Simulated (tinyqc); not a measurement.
Capacitance of parallel on-chip lines from Laplace's equation on a mesh: two steps of the calculation.

Cross-section of an endless row of equal lines between two grounded planes; neighbours are driven in antiphase (+1 V and -1 V), so the plane midway between two lines is at 0 V. By symmetry one quarter is solved: x runs from the centre of a line (column 0, mirror) to that midplane (column 5, 0 V), y from the mid-height of the line (row 0, mirror) to the ground plane (row 3, 0 V). The line fills columns 0 to 2 and rows 0 to 1 at 1 V. Cells beside the line (below row 1) have e2, cells above have e1. Each link between nodes has the conductance g = mean permittivity of the two cells beside it (a cell beyond a mirror counts as 0), and the free nodes obey sum g (V_neighbour - V) = 0.

Inputs (values chosen for the exercise): relative permittivity above and below the lines e1 = 2.7; relative permittivity between the lines e2 = 2; over-relaxation factor om = 1.2.

Constants: eps0 = 8.8541878128e-12 F/m. Results are converted to the units shown.

Task 1. Relaxation sweep. One sweep visits the free nodes row by row from row 0, left to right, and replaces V by V + om (weighted mean of the neighbours - V), using new values at once.

V after sweep 1 (V):

|  | col 0 | col 1 | col 2 | col 3 | col 4 | col 5 |
|---|---|---|---|---|---|---|
| row 0 | 1.0000000 | 1.0000000 | 1.0000000 | 0.3000000 | 0.0900000 | 0.0000000 |
| row 1 | 1.0000000 | 1.0000000 | 1.0000000 | 0.3765957 | 0.1359574 | 0.0000000 |
| row 2 | 0.3000000 | 0.3900000 | 0.4170000 | 0.2380787 | 0.1122109 | 0.0000000 |
| row 3 | 0.0000000 | 0.0000000 | 0.0000000 | 0.0000000 | 0.0000000 | 0.0000000 |

gx:

|  | col 0 | col 1 | col 2 | col 3 | col 4 |
|---|---|---|---|---|---|
| row 0 | 1 | 1 | 1 | 1 | 1 |
| row 1 | 2.35 | 2.35 | 2.35 | 2.35 | 2.35 |
| row 2 | 2.7 | 2.7 | 2.7 | 2.7 | 2.7 |
| row 3 | 1.35 | 1.35 | 1.35 | 1.35 | 1.35 |

gy:

|  | col 0 | col 1 | col 2 | col 3 | col 4 | col 5 |
|---|---|---|---|---|---|---|
| row 0 | 1 | 2 | 2 | 2 | 2 | 1 |
| row 1 | 1.35 | 2.7 | 2.7 | 2.7 | 2.7 | 1.35 |
| row 2 | 1.35 | 2.7 | 2.7 | 2.7 | 2.7 | 1.35 |

Give: V after sweep 2.

Result 1.

V after sweep 2 (V):

|  | col 0 | col 1 | col 2 | col 3 | col 4 | col 5 |
|---|---|---|---|---|---|---|
| row 0 | 1.0000 | 1.0000 | 1.0000 | 0.4930 | 0.2115 | 0.0000 |
| row 1 | 1.0000 | 1.0000 | 1.0000 | 0.4734 | 0.2075 | 0.0000 |
| row 2 | 0.4740 | 0.4893 | 0.4348 | 0.2585 | 0.1174 | 0.0000 |
| row 3 | 0.0000 | 0.0000 | 0.0000 | 0.0000 | 0.0000 | 0.0000 |

Task 2. Capacitance per length. C = 4 eps0 sum g (difference of V)^2 over all links (twice the energy of the four quarters, line at 1 V). Plate estimate without fringing: eps0 [2 e1 w/hd + 2 e2 t/(s/2)], w = 4 hx, t = 2 hx, s/2 = 3 hx, hd = 2 hx.

converged V (V):

|  | col 0 | col 1 | col 2 | col 3 | col 4 | col 5 |
|---|---|---|---|---|---|---|
| row 0 | 1.0000000 | 1.0000000 | 1.0000000 | 0.5599586 | 0.2452405 | 0.0000000 |
| row 1 | 1.0000000 | 1.0000000 | 1.0000000 | 0.4972970 | 0.2105017 | 0.0000000 |
| row 2 | 0.4908831 | 0.4817662 | 0.4361818 | 0.2629611 | 0.1183657 | 0.0000000 |
| row 3 | 0.0000000 | 0.0000000 | 0.0000000 | 0.0000000 | 0.0000000 | 0.0000000 |

gx:

|  | col 0 | col 1 | col 2 | col 3 | col 4 |
|---|---|---|---|---|---|
| row 0 | 1 | 1 | 1 | 1 | 1 |
| row 1 | 2.35 | 2.35 | 2.35 | 2.35 | 2.35 |
| row 2 | 2.7 | 2.7 | 2.7 | 2.7 | 2.7 |
| row 3 | 1.35 | 1.35 | 1.35 | 1.35 | 1.35 |

gy:

|  | col 0 | col 1 | col 2 | col 3 | col 4 | col 5 |
|---|---|---|---|---|---|---|
| row 0 | 1 | 2 | 2 | 2 | 2 | 1 |
| row 1 | 1.35 | 2.7 | 2.7 | 2.7 | 2.7 | 1.35 |
| row 2 | 1.35 | 2.7 | 2.7 | 2.7 | 2.7 | 1.35 |

Find: C; plate estimate.

Result 2.

C = 185.2 aF/um
plate estimate = 119.2 aF/um

Numbers from tinyqc (`OMP_NUM_THREADS=1 python tinyqc.py 2790115 2790116 out.jsonl`; about 1 s on one thread of a shared Intel Xeon 2.30GHz).
